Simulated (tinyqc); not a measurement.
From one set of inputs to another, one input at a time: velocity overshoot from momentum and energy balance equations after a field step. Computed by tinyqc, a small Python program. Command: `OMP_NUM_THREADS=1 python tinyqc.py 3019854 3019855 out.jsonl overshoot ladder`. One thread of a shared host (Intel(R) Xeon(R) Processor @ 2.30GHz), about 0.03 s of CPU time with the checks.

At t = 0 the field jumps from 0 to F in a uniform sample. v is the drift velocity and u = w - (3/2) k_B T the excess energy per carrier.

The inputs printed are set A. Set A is modelled on holes in silicon except for tau_E; the values taken over come from a set modelled on electrons in silicon except for tau_E. Inputs not listed in the table keep their values of set A, so the rows need not describe a real material.

Inputs (values chosen for the exercise, modelled on holes in silicon except for tau_E):
```
quantity                      value        unit
effective mass m                0.4         m_0
low-field mobility mu_0         430  cm^2/(V s)
saturation velocity v_s        0.85    1e7 cm/s
energy relaxation time tau_E   0.27          ps
field after the step F           36       kV/cm
lattice temperature T           300           K
time step dt                      6          fs
```

Scheme: implicit in the damping.

Constants: m_0 = 9.1093837015e-31 kg; e = 1.602176634e-19 C; k_B = 8.617333262e-05 eV/K.

Method:
- dv/dt = e F/m - v/tau_m(u), du/dt = e F v - u/tau_E, tau_m(u) = tau_0/(1 + c u), tau_0 = m mu_0/e, c = mu_0/(e tau_E v_s^2); this choice gives the steady state v (1 + mu_0 F v/v_s^2) = mu_0 F, which saturates at v_s. Steady velocity v = 2 mu_0 F/(1 + sqrt(1 + 4 (mu_0 F/v_s)^2)); u = e F v tau_E; carrier temperature T + 2u/(3 k_B), neglecting the drift energy m v^2/2.
- Step: v_new = (v + dt e F/m)/(1 + dt/tau_m(u)), u_new = (u + dt e F v_new)/(1 + dt/tau_E). Start v = u = 0; the distance adds dt (v + v_new)/2.
- Run to 8 times the larger of tau_E and tau_0, but at most 20001 steps, and stop early if |v| > 1000 v_s or u < -1/(2c); the run is accepted if the last v is within 0.5 % of the steady value.

Each row keeps all changes above it:
```
input moved                           from    to  peak velocity (1e7 cm/s)  peak over steady velocity  steady velocity (1e7 cm/s)
set A                                    -     -                     0.953                      1.471                      0.6481
saturation velocity v_s (1e7 cm/s)    0.85     1                     1.013                      1.392                      0.7279
field after the step F (kV/cm)          36    87                     1.677                      1.916                      0.8752
energy relaxation time tau_E (ps)     0.27  0.28                     1.690                      1.931                      0.8752
low-field mobility mu_0 (cm^2/(V s))   430  1300                     2.091                      2.186                      0.9568
effective mass m (m_0)                 0.4  0.27                     2.328                      2.433                      0.9568
```

Which inputs carry the difference?

Peak velocity goes from 0.953 to 2.33, a factor 2.44 in all. The largest single move comes from field after the step F (a factor 1.66). Peak over steady velocity goes from 1.47 to 2.43, a factor 1.65 in all. The largest single move comes from field after the step F (a factor 1.38), and saturation velocity v_s works against it (a factor 0.947). Steady velocity goes from 0.648 to 0.957, a factor 1.48 in all. The largest single move comes from field after the step F (a factor 1.20). The single moves hold for this order of the switches; the total does not depend on the order.

Extremes, crossings and ranges named in words are read from the listed rows.
